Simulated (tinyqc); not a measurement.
## Scale length and barrier from the threshold roll-off

Problem. For L well above Lambda the threshold falls by 2 m sqrt(A (A + Vds)) exp(-pi L/(2 Lambda)), A being the height of the source potential over the barrier top; the two values follow this form. Find Lambda and A.

Values chosen for this exercise:
```
symbol  value  unit                   meaning
m           1        long-channel body factor
Vds       0.6     V             drain voltage
```

threshold lowering at L = 43 and 69 nm (mV): 66.124078  10.082438

Answer. The ratio of the two values gives Lambda; the prefactor gives A (A + Vds), a quadratic with one positive root.

Lambda = 21.7 nm
A = 0.500 V

Program tinyqc, `OMP_NUM_THREADS=1 python tinyqc.py 2420169 2420170 out.jsonl`; Intel Xeon 2.30GHz, shared host, one thread, about 0.01 s.
